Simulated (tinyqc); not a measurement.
# Worked calculation: absorption edge of a degenerate semiconductor, band filling against gap narrowing

tinyqc, about 0.01 s, one thread, Intel Xeon 2.30GHz (shared host): `OMP_NUM_THREADS=1 python tinyqc.py 2330020 2330021 out.jsonl` Printed values are rounded.

n-type, parabolic bands, full ionisation. eta = (EF - Ec)/kB T solves N = Nc F12(eta), F12(x) = (2/sqrt(pi)) int_0^infinity sqrt(u)/(1 + exp(u - x)) du. The gap shrinks rigidly by dEg = a3 y^(1/3) + a4 y^(1/4) + a2 y^(1/2), y = N/1e18 cm^-3, an empirical law that is here taken as the true narrowing.

Inputs (values chosen for the exercise); band and dielectric values those of a made-up semiconductor:

| symbol | value | unit | meaning |
|---|---|---|---|
| T | 300 | K | temperature |
| Eg | 1.11 | eV | band gap |
| Nc | 5.31e17 | cm^-3 | conduction-band density of states at 300 K, from me |
| me | 0.0765 | m0 | electron mass |
| mh | 0.564 | m0 | hole mass |
| N | 4.2e18 | cm^-3 | ionised donor density |
| a3 | 19.3 | meV | coefficient of (N/1e18)^(1/3) |
| a4 | 6.5 | meV | coefficient of (N/1e18)^(1/4) |
| a2 | 4.1 | meV | coefficient of (N/1e18)^(1/2) |

Constants: q = 1.602176634e-19 C, kB = 1.380649e-23 J/K, h = 6.62607015e-34 J s, c = 299792458 m/s, Vt = kB T/q. Results are converted to the units shown.

Range of the model: Band tails, non-parabolic bands and incomplete ionisation are left out.

## Iteration 1: Fermi level

eta at the start (Boltzmann value) = 2.0681

Newton step on ln F12(eta) = ln(N/Nc): eta(new) = eta - ln(Nc F12/N) F12/Fm, Fm(x) = dF12/dx = (1/sqrt(pi)) int_0^infinity u^(-1/2)/(1 + exp(u - x)) du.

F12 = 2.924407
Fm = 1.492646
eta after iteration 1 = 4.017486

## Course of the iteration

Stop when eta changes by less than 1e-9.

Course of the iteration:

| iteration | eta | change |
|---|---|---|
| 1 | 4.017486 | 1.95 |
| 2 | 4.581343 | 0.564 |
| 3 | 4.613743 | 0.0324 |
| 4 | 4.613838 | 9.51e-5 |
| 5 | 4.613838 | 8.13e-10 |

Converged in 5 iterations.

## The optical edge

converged eta = 4.613838

Vertical transitions need an empty final state: the edge is taken where the state lies 4 kB T below EF, E_opt = Eg - dEg + (1 + me/mh) max(eta - 4, 0) kB T; wavelength h c/(q E_opt).

dEg = 48.84687 meV
EF - Ec = 119.2769 meV
filling shift = 18.02137 meV
E_opt = 1.079175 eV
wavelength = 1148.880 nm

The edge lies 30.8 meV below the undoped gap: narrowing outweighs filling.
